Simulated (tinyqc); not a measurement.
## Polarisation charge from two barrier thicknesses

Question. Voff = phiB - dEc - q sigma d/(eps0 eb). Find sigma, phiB - dEc and the thickness at which Voff = 0.

Constants: q = 1.602176634e-19 C, eps0 = 8.8541878128e-14 F/cm where lengths are in cm. Results are converted to the units shown.

Voff at d = 15 and 27 nm (V): -4.9735668  -9.5156203
eb = 9.4017000

Answer. Voff is a straight line in d: its slope is -q sigma/(eps0 eb) and its intercept phiB - dEc.

sigma = 1.97e13 cm^-2
phiB - dEc = 0.704 V
thickness for Voff = 0 = 1.86 nm

tinyqc, about 0.01 s, one thread, Intel Xeon 2.30GHz (shared host): `OMP_NUM_THREADS=1 python tinyqc.py 2180029 2180030 out.jsonl`
